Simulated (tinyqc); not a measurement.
# Floating body of a partially depleted SOI transistor: body voltage and kink: effects of single changes

Source at 0 V. Channel current Ic = 2 nf K Vt^2 [F(0) - F(Vd)](1 + la Vd), F(V) = ln^2(1 + exp((Vg - VT - nf V)/(2 nf Vt))), VT = VT0 - gb Vb. Saturation voltage Vs = 2 Vt sqrt(F(0)) + 3 Vt, excess Ve = (Vd - Vs + sqrt((Vd - Vs)^2 + 0.0004 V^2))/2, multiplication M1 = Ai Ve exp(-Bl/Ve). Each junction passes D(v) = J1 (exp(v/Vt) - 1) + J2 (exp(v/(2 Vt)) - 1). Bipolar current Ib = bb J1 (exp(Vb/Vt) - 1). The body settles where M1 (Ic + Ib) = D(Vb) + D(Vb - Vd) + Vb/Rb; drain current Id = (1 + M1)(Ic + Ib) - D(Vb - Vd).

Inputs (values chosen for the exercise); values of the order met in partially depleted silicon-on-insulator transistors: temperature T = 300 K; threshold at zero body voltage VT0 = 0.53 V; fall of the threshold per volt of body voltage gb = 0.11; slope factor nf = 1.18; gain factor per width K = 410 uA/(V^2 um); channel-length modulation factor la = 0.09 1/V; impact-ionisation prefactor Ai = 2.65 1/V; impact-ionisation voltage Bl = 8.1 V; diffusion saturation current of each junction J1 = 5.2e-13 uA/um; recombination saturation current of each junction J2 = 3.2e-8 uA/um; gain of the lateral bipolar transistor on the diffusion current bb = 0.5; resistance of a weak body tie to the source (1e9 stands for no tie, and the term is then dropped) Rb = 1e9 kohm um; gate voltage Vg = 0.99 V; drain voltage Vd = 1 V.

Constants: q = 1.602176634e-19 C, kB = 1.380649e-23 J/K, Vt = kB T/q. Results are converted to the units shown.

Each table varies one quantity; the others keep the values above.

## Output curve and kink

Rows with more than one solution for Vb (latch) are left out; dId/dVd by a forward difference over 1e-4 V, swing = 1e-4 V over the change of log10 Id; M1 under 1e-12 is printed as 0.

Output curve and kink:

| Vd (V) | Vb (V) | M1 | Id, floating (uA/um) | Id, grounded (uA/um) | ratio | dId/dVd, floating (uS/um) | dId/dVd, grounded (uS/um) |
|---|---|---|---|---|---|---|---|
| 1 | 0.2789 | 1.537e-7 | 45.60 | 40.08 | 1.138 | 34.59 | 3.309 |
| 1.16 | 0.4704 | 6.521e-6 | 50.25 | 40.61 | 1.238 | 23.42 | 3.320 |
| 1.32 | 0.5745 | 8.397e-5 | 53.21 | 41.14 | 1.293 | 14.71 | 3.395 |
| 1.48 | 0.6326 | 5.179e-4 | 55.26 | 41.70 | 1.325 | 11.41 | 3.646 |
| 1.64 | 0.6715 | 0.001994 | 56.99 | 42.32 | 1.346 | 10.54 | 4.204 |
| 1.8 | 0.7005 | 0.005630 | 58.71 | 43.07 | 1.363 | 11.16 | 5.173 |

What does the table show?

Vb rises from 0.279 to 0.700 V and the ratio of the currents rises from 1.14 to 1.36. The output conductance with a floating body exceeds the grounded value by the largest factor among the rows, 10.5, at Vd = 1 V, where Vb = 0.279 V and M1 = 1.54e-7.

## Transfer curve and swing

Same model as above.

Result of one run:

| Vg (V) | Vb (V) | M1 | Id, floating (uA/um) | Id, grounded (uA/um) | ratio | swing, floating (mV/decade) | swing, grounded (mV/decade) |
|---|---|---|---|---|---|---|---|
| 0.78 | 0.4386 | 9.868e-6 | 16.90 | 11.93 | 1.416 | 364.6 | 293.8 |

What becomes of these results when the gate voltage Vg is changed from 0.78 to 0.38 V, all else the same?

Result of the changed run:

| Vg (V) | Vb (V) | M1 | Id, floating (uA/um) | Id, grounded (uA/um) | ratio | swing, floating (mV/decade) | swing, grounded (mV/decade) |
|---|---|---|---|---|---|---|---|
| 0.38 | 0.2493 | 3.507e-4 | 0.01117 | 0.004752 | 2.350 | 62.35 | 73.17 |

The whole series:

| Vg (V) | Vb (V) | M1 | Id, floating (uA/um) | Id, grounded (uA/um) | ratio | swing, floating (mV/decade) | swing, grounded (mV/decade) |
|---|---|---|---|---|---|---|---|
| 0.08 | 0.03593 | 3.758e-4 | 3.466e-7 | 3.084e-7 | 1.124 | 77.37 | 78.39 |
| 0.18 | 0.03832 | 3.752e-4 | 8.426e-6 | 7.344e-6 | 1.147 | 70.01 | 70.66 |
| 0.28 | 0.08315 | 3.720e-4 | 2.577e-4 | 1.914e-4 | 1.346 | 63.11 | 70.83 |
| 0.38 | 0.2493 | 3.507e-4 | 0.01117 | 0.004752 | 2.350 | 62.35 | 73.17 |
| 0.48 | 0.4004 | 2.606e-4 | 0.2938 | 0.09398 | 3.126 | 85.13 | 83.85 |
| 0.58 | 0.4652 | 1.235e-4 | 2.368 | 0.9893 | 2.393 | 148.8 | 119.9 |
| 0.68 | 0.4691 | 4.046e-5 | 7.865 | 4.550 | 1.729 | 247.5 | 193.8 |
| 0.78 | 0.4386 | 9.868e-6 | 16.90 | 11.93 | 1.416 | 364.6 | 293.8 |
| 0.88 | 0.3793 | 1.729e-6 | 29.07 | 23.22 | 1.252 | 491.9 | 404.5 |

Vb goes from 0.0359 through a maximum of 0.469 (at Vg = 0.68 V among the rows listed) to 0.379 V. The smallest swing among the rows is 62.3 mV a decade with a floating body (at Vg = 0.38 V) and 70.7 with a grounded one; Vt ln 10 = 59.5. The floating swing is smaller by more than 3 % for Vg = 0.28, 0.38 V, where the rising Vb lowers the threshold as Vg rises. In the first row the floating body raises the current by a factor of 1.12.

Range of the model: The multiplication law is an empirical form chosen for the exercise; self-heating and capacitive coupling to the body are left out, and the linear laws are rough once Vb passes about 0.7 V or M1 about 0.1.

Computed by the program tinyqc: `OMP_NUM_THREADS=1 python tinyqc.py 2182024 2182025 out.jsonl`, one thread of a shared Intel Xeon 2.30GHz, about 0.2 s for the whole run.
